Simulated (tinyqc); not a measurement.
Composition and strain of an epitaxial Si(1-x)Ge(x) layer from Raman and X-ray peaks: one step, computed by the program tinyqc. Command: `OMP_NUM_THREADS=1 python tinyqc.py 3008597 3008598 out.jsonl epiraman walk`. One thread of a shared host (Intel(R) Xeon(R) Processor @ 2.30GHz), about 0.01 s of CPU time with the checks.

A (001) layer, biaxially strained in the plane. The Raman peaks follow empirical lines omega = w0 + c1 x + c3 x^3 + b eps (c3 for Si-Ge alone), with eps the in-plane strain.

Problem. Raman peaks. Insert x and eps in the three lines; the strain part is b eps.

Inputs (values chosen for the exercise, modelled on silicon-germanium):

| quantity | value | unit |
|---|---|---|
| Ge fraction x | 0.23 | - |
| Si-Si: w0 | 520.2 | 1/cm |
| Si-Si: c1 | -64.3 | 1/cm |
| Si-Si: strain coefficient b | -745 | 1/cm |
| Si-Ge: w0 | 399.7 | 1/cm |
| Si-Ge: c1 | 24 | 1/cm |
| Si-Ge: c3 | -35.3 | 1/cm |
| Si-Ge: strain coefficient b | -574 | 1/cm |
| Ge-Ge: w0 | 280.3 | 1/cm |
| Ge-Ge: c1 | 19.1 | 1/cm |
| Ge-Ge: strain coefficient b | -464 | 1/cm |

Substrate: germanium.

in-plane strain eps = 32.84474 per mille

Give: Si-Si peak; Si-Ge peak; Ge-Ge peak; strain parts.

Solution.

Si-Si peak = 480.9 1/cm

Si-Ge peak = 385.9 1/cm

Ge-Ge peak = 269.5 1/cm

strain parts (1/cm): Si-Si -24.47, Si-Ge -18.85, Ge-Ge -15.24

Read as unstrained, the Si-Si peak would give x = 0.611 in place of 0.23. Caution: strains above 2 % survive only in layers a few nanometres thick, and the linear relations lose accuracy.
